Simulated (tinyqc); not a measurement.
Channel mobility from two channel lengths.

Inverse problem. Two power MOSFETs differ only in channel length: R_on = R_rest + Lc (Wp + a)/(2 mch Cox Vov), Cox = 3.9 eps0/tox. Find mch and R_rest.

Inputs (values chosen for the exercise):
```
symbol,value,unit,meaning
tox,38,nm,gate oxide thickness (eps_r 3.9)
Vov,5,V,gate overdrive
Wp,3.8,um,"width of the p body in one cell, channels included"
a,3.7,um,gap between neighbouring p bodies
```

Constants: eps0 = 8.8541878128e-14 F/cm where lengths are in cm. Results are converted to the units shown.

R_on at Lc = 0.39 and 1.4 um (mohm cm^2): 5.5893421  6.0796896

Solution. R_on is a straight line in Lc; its slope gives mch and its intercept the rest.

mch = 170.0 cm^2/(V s)
R_rest = 5.400 mohm cm^2

tinyqc, about 0.01 s, one thread, Intel Xeon 2.30GHz (shared host): `OMP_NUM_THREADS=1 python tinyqc.py 2230049 2230050 out.jsonl`
